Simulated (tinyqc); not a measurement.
# Thermal resistances of a two-die stack

Inverse problem. Heat leaves through the lower die only, and the system is linear. Find the resistance R1 from the lower die to the coolant, R2 between the dies, and the rise of the upper die when both are powered.

Parameters, values chosen for the exercise:
- P1 = 22 W (power of the lower die)
- P2 = 3.2 W (power of the upper die)

rises of the lower and upper die with only the lower one powered (K): 15.18  15.18
rises of the lower and upper die with only the upper one powered (K): 2.208  2.88

Solution. With only the lower die powered no heat crosses R2, so both dies rise by P1 R1; the difference in the second test is P2 R2; rises add.

R1 = 0.6900 K/W
R2 = 0.2100 K/W
rise of the upper die = 18.06 K

Computed by the program tinyqc: `OMP_NUM_THREADS=1 python tinyqc.py 2162080 2162081 out.jsonl`, one thread of a shared Intel Xeon 2.30GHz, about 0.03 s for the whole run.
